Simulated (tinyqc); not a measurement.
# One-dimensional ballistic tunnel FET, two-band WKB: what changes with what

A p-type source for x < 0 with its Fermi level at 0 and its valence edge at ds; in the channel the bands fall as D exp(-x/lam) towards their flat values, with the conduction edge at Ec = ds - dP and D = dP + Eg. The gate moves dP one to one. The drain Fermi level lies at -Vd and the drain side reflects nothing. For w = E - Ec between 0 and dP an electron crosses the gap. Two-band dispersion with equal masses m: inside the gap kappa = sqrt(m u (1 - u/Eg)/C), u the distance from a band edge, C = hbar^2/(2 m0).

Inputs (values chosen for the exercise); band and dielectric values those of a made-up semiconductor: temperature T = 300 K; band gap Eg = 0.379 eV; band-edge mass of the two-band model m = 0.027 m0; screening length of the source junction lam = 3.5 nm; source valence edge above the source Fermi level ds = 0.03 eV; drain bias Vd = 0.2 V; number of degenerate subbands (spin apart) g = 1; tunnelling window Ev(source) - Ec(channel) dP = 0.29 eV.

Constants: q = 1.602176634e-19 C, kB = 1.380649e-23 J/K, hbar = 1.054571817e-34 J s, h = 6.62607015e-34 J s, m0 = 9.1093837015e-31 kg, Vt = kB T/q, hbar^2/(2 m0) = 0.0380998212 eV nm^2. Results are converted to the units shown.

Each table varies one quantity; the others keep the values above.

## Effect of the band gap with the mass tied to it

The mass follows the gap, m = 0.027 Eg/0.379 eV. S(w) = 2 lam int_0^Eg kappa(u) du/(w + Eg - u) = 2 pi lam sqrt(m/(C Eg)) [w + Eg/2 - sqrt(w (w + Eg))], T(w) = exp(-S). I = g (2 q^2/h) int_0^dP T(w) [f(E) - f(E + Vd)] dw, E = ds - dP + w, f(x) = 1/(1 + exp(x/Vt)). Swing = d(dP)/d(log10 I).

Results:
```
Eg (eV)  T(w = dP)    I (uA)  swing (mV/decade)
0.2         0.6756     7.689              707.1
0.37        0.3237     2.809              399.8
0.54        0.1241    0.8469              288.9
0.71       0.04068    0.2254              231.0
0.89       0.01098   0.05026              193.3
1.23      7.107e-4  0.002412              151.0
1.4       1.635e-4  4.895e-4              137.0
```

Estimate the missing row, Eg = 1.06 eV.

Computed row:
```
Eg (eV)  T(w = dP)   I (uA)  swing (mV/decade)
1.06      0.002901  0.01133              169.0
```

With this row back in the table: T(w = dP) falls from 0.676 to 1.64e-4 and I falls from 7.69 to 4.89e-4 uA; the swing falls from 707 to 137 mV/decade. With m/Eg fixed, S depends on the gap only through w + Eg/2 - sqrt(w (w + Eg)). For Eg = 0.2, 0.37 S at w = dP is below 2, where a WKB prefactor of 1 is a rough guess.

## Output curve

Same model as above.

Output curve:
```
Vd (V)  I (uA)
0.02    0.3314
0.09     1.497
0.16     2.346
0.24     2.818
0.31     2.909
0.38     2.918
0.45     2.918
0.53     2.918
0.6      2.918
```

What does the table show?

I rises from 0.331 to 2.92 uA; it reaches 95 % of the last value at Vd = 0.24 V among the rows. The drain Fermi level passes the channel conduction edge at Vd = dP - ds = 0.260 V, after which the back flow dies out. The window dP is held fixed. In every row S at w = dP is below 2, where a WKB prefactor of 1 is a rough guess.

## Effect of the screening length

Same model as above.

Effect of the screening length:
```
lam (nm)  T(w = dP)  I (uA)  swing (mV/decade)
1            0.7151   8.846               1012
2            0.5113   5.400              599.4
3            0.3656   3.346              439.8
4            0.2615   2.099              354.1
5            0.1870   1.331              300.1
6            0.1337  0.8507              262.5
7           0.09560  0.5481              234.6
8           0.06836  0.3555              213.0
```

What does the table show?

I falls from 8.85 to 0.355 uA, on average 0.199 decades a nanometre; S is proportional to lam, and at w = dP it gives 0.146. The swing falls from 1010 to 213 mV/decade. In 5 of the 8 rows S at w = dP is below 2, where a WKB prefactor of 1 is a rough guess.

Numbers from tinyqc (`OMP_NUM_THREADS=1 python tinyqc.py 2620127 2620128 out.jsonl`; about 0.01 s on one thread of a shared Intel Xeon 2.30GHz).
